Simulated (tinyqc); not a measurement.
# Carrier lifetime of an n-type layer with SRH, radiative, Auger and surface recombination, step by step

Program tinyqc, `OMP_NUM_THREADS=1 python tinyqc.py 2300120 2300121 out.jsonl`; Intel Xeon 2.30GHz, shared host, one thread, about 0.01 s. Printed values are rounded.

Uniform excess density dn = dp (no trapping), n = n0 + dn, p = p0 + dn, Boltzmann statistics, full ionisation. Surfaces enter as a rate 2 S dn/d, which holds while diffusion to them is fast.

Inputs (values chosen for the exercise); band and dielectric values those of a made-up semiconductor: temperature T = 350 K; band gap Eg = 3.58 eV; conduction-band density of states at T Nc = 2.71e18 cm^-3; valence-band density of states at T Nv = 4.62e19 cm^-3; radiative coefficient B = 1.19e-10 cm^3/s; donor density N = 1.2e15 cm^-3; Auger coefficient (two electrons) Cn = 4.7e-31 cm^6/s; Auger coefficient (two holes) Cp = 2.9e-31 cm^6/s; trap density Nt = 8.4e13 cm^-3; capture cross-section for electrons sn = 4e-14 cm^2; capture cross-section for holes sp = 4e-15 cm^2; thermal velocity (both carriers) vth = 2.1e7 cm/s; trap level below the conduction band Et = 0.5 eV; surface recombination velocity (both faces) S = 0 cm/s; sample thickness d = 20 um; generation rate G = 1.2e20 cm^-3 s^-1.

Constants: q = 1.602176634e-19 C, kB = 1.380649e-23 J/K, Vt = kB T/q. Results are converted to the units shown.

## Equilibrium densities and SRH constants

ni = sqrt(Nc Nv) exp(-Eg/(2 Vt)), Eg in volts; majority density N/2 + sqrt(N^2/4 + ni^2), n0 p0 = ni^2; n1 = Nc exp(-Et/Vt), p1 = Nv exp((Et - Eg)/Vt); tn0 = 1/(sn vth Nt), tp0 = 1/(sp vth Nt).

ni = 1.87906e-7 cm^-3
n0 = 1.2e15 cm^-3
p0 = 2.94238e-29 cm^-3
n1 = 1.71114e11 cm^-3
p1 = 2.06345e-25 cm^-3
tn0 = 1.41723e-8 s
tp0 = 1.41723e-7 s

## Starting value

dn = 7e13 cm^-3.

dn at the start = 7e13 cm^-3

## Iteration 1: new dn

With e = n p - ni^2 = dn (n0 + p0 + dn): U_SRH = e/(tp0 (n + n1) + tn0 (p + p1)), U_rad = B e, U_Aug = (Cn n + Cp p) e, U_s = 2 S dn/d. Newton step on ln U(ln dn) = ln G, U the sum: k = d ln U/d ln dn (central difference over factors 1.0001), dn(new) = dn (G/U)^(1/k).

U_SRH = 4.91147e20 cm^-3 s^-1
U_rad = 1.05791e19 cm^-3 s^-1
U_Aug = 5.48691e13 cm^-3 s^-1
U_s = 0 cm^-3 s^-1
k = 0.996100
dn after iteration 1 = 1.66487e13 cm^-3

## Iteration 2: new dn

As before.

U_SRH = 1.17296e20 cm^-3 s^-1
U_rad = 2.41042e18 cm^-3 s^-1
U_Aug = 1.16805e13 cm^-3 s^-1
U_s = 0 cm^-3 s^-1
k = 0.998957
dn after iteration 2 = 1.66895e13 cm^-3

## Course of the iteration

Stop when the step is below 1e-10 of the value, or after 40 iterations.

Course of the iteration:
```
iteration	dn before the step (cm^-3)	step (cm^-3)
1	7e13	-5.34e13
2	1.66487e13	4.08e10
3	1.66895e13	5.04e4
4	1.66895e13	0
```

Converged in 4 iterations.

## Lifetime, shares and quasi-Fermi splitting

converged dn = 1.66895e13 cm^-3

With e = n p - ni^2 = dn (n0 + p0 + dn): U_SRH = e/(tp0 (n + n1) + tn0 (p + p1)), U_rad = B e, U_Aug = (Cn n + Cp p) e, U_s = 2 S dn/d. tau = dn/U, shares of U, splitting Vt ln(n p/ni^2), radiative efficiency U_rad/U.

tau = 1.39080e-7 s
shares (%): SRH 97.9863, radiative 2.0137, Auger 0.0000, surface 0.0000
quasi-Fermi splitting = 2.90011 V

SRH recombination takes the largest share. dn is 0.014 times the doping: low injection.
